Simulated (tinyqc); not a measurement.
# Band bending at a free surface with a continuum of surface states, surface photovoltage and Kelvin probe: several studies

n-type bulk, xi = Ec - EF = Vt ln(Nc/Nd), p0 = ni^2/Nd, ni = sqrt(Nc Nv) exp(-Eg/(2 Vt)), Eg in volts. b is the upward band bending, u = b/Vt. Space charge per area, in units of q: Qc = sign(b) sqrt((2 eps0 eps_r Vt/q) [(Nd + dn)(exp(-u) - 1) + Nd u + (p0 + dn)(exp(u) - 1)]), with dn the excess density under light (flat quasi-Fermi levels; 0 in the dark). The states hold -Ds (E0 - xi - b): negative while the Fermi level lies above the neutrality level. Neutrality: Qc + Qf + (charge of the states) = 0.

Values chosen for this exercise; band and dielectric values close to those of 4H silicon carbide: temperature T = 300 K; band gap Eg = 3.32 eV; relative permittivity eps_r = 9.83; conduction-band density of states at T Nc = 1.71e19 cm^-3; valence-band density of states at T Nv = 2.54e19 cm^-3; electron affinity chi = 3.62 eV; donor density Nd = 1.3e16 cm^-3; fixed positive charge at the surface Qf = 1.5e10 cm^-2; work function of the probe tip pt = 4.51 eV; density of surface states Ds = 1.3e13 cm^-2 eV^-1; depth of their neutrality level below the conduction edge E0 = 0.57 eV.

Constants: q = 1.602176634e-19 C, kB = 1.380649e-23 J/K, Vt = kB T/q, eps0 = 8.8541878128e-14 F/cm where lengths are in cm. Results are converted to the units shown.

Each table varies one quantity; the others keep the values above.

## Kelvin-probe contrast of the doping

Work function chi + xi + b; contact potential difference CPD = (work function of the sample) - pt. b solves the neutrality condition in the dark.

Kelvin-probe contrast of the doping:
```
Nd (cm^-3)  xi (eV)   b (V)  CPD (mV)
1.2e14       0.3068  0.2607    -322.5
4.5e14       0.2726  0.2934    -323.9
1.7e15       0.2383  0.3249    -326.9
6.5e15       0.2036  0.3536    -332.9
2.4e16       0.1698  0.3758    -344.4
9.2e16       0.1351  0.3875    -367.4
3.5e17       0.1005  0.3791    -410.3
1.3e18      0.06661  0.3402    -483.2
```

xi falls by 240 mV over the table and the CPD by 161 mV; b goes from 0.261 through a maximum of 0.388 (at Nd = 9.2e16 cm^-3 among the rows listed) to 0.340 V. Between the first two rows the CPD follows 4.20 % of the change of xi, and between the last two 215 %. It is below 100 % where b rises with the doping (pinning hides it). It exceeds 100 % where b falls as the doping rises.

## Pinning by the surface states

Same model as above.

Results:
```
Ds (cm^-2 eV^-1)      b (V)  xi + b (eV)  Qc (cm^-2)
2.4e10            -0.003371       0.1823    -5.695e9
6.7e10             0.006502       0.1922    1.031e10
1.8e11              0.03547       0.2211    4.780e10
5.1e11               0.1239       0.3096    1.178e11
3.9e12               0.3276       0.5132    2.064e11
1.1e13               0.3631       0.5488    2.183e11
2.9e13               0.3761       0.5618    2.224e11
8.1e13               0.3814       0.5670    2.241e11
```

Estimate the missing row, Ds = 1.4e12 cm^-2 eV^-1.

Computed row:
```
Ds (cm^-2 eV^-1)   b (V)  xi + b (eV)  Qc (cm^-2)
1.4e12            0.2473       0.4330    1.769e11
```

With this row back in the table: b rises from -0.00337 to 0.381 V. The Fermi level moves towards E0 = 0.57 eV and is within 2.95 meV of it in the last row; it is half-way there at the Ds that solves Ds b = Qc(b) + Qf with b = (E0 - xi)/2, 8.76e11 cm^-2 eV^-1.

## Photovoltage against injection

Same model as above.

Under chopped light the surface charge keeps its dark value, so b falls to bL with Qc(bL, dn) = Qc(b, 0); the photovoltage is b - bL.

Photovoltage against injection:
```
dn (cm^-3)   bL (V)  photovoltage (mV)  share of b removed (%)
1.8e7        0.3663            0.05090                 0.01390
3e8          0.3655             0.8234                  0.2248
4.9e9        0.3567              9.583                   2.616
8.1e10       0.3231              43.18                   11.79
1.4e12       0.2702              96.16                   26.25
2.2e13       0.2113              155.0                   42.32
3.7e14       0.1474              218.9                   59.76
6.1e15      0.08342              282.9                   77.23
1e17        0.03123              335.1                   91.47
```

The photovoltage rises from 0.0509 to 335 mV, towards the full b = 366 mV. Its steepest rise is 52.6 mV a decade (Vt ln 10 = 59.5 mV), and it reaches 91.5 % of b in the last row: even strong light does not flatten the bands fully, so a saturation reading understates b. For dn = 1e17 the injection is high, and a Dember voltage, left out here, adds to the signal.

tinyqc, about 0.01 s, one thread, Intel Xeon 2.30GHz (shared host): `OMP_NUM_THREADS=1 python tinyqc.py 2430014 2430015 out.jsonl`
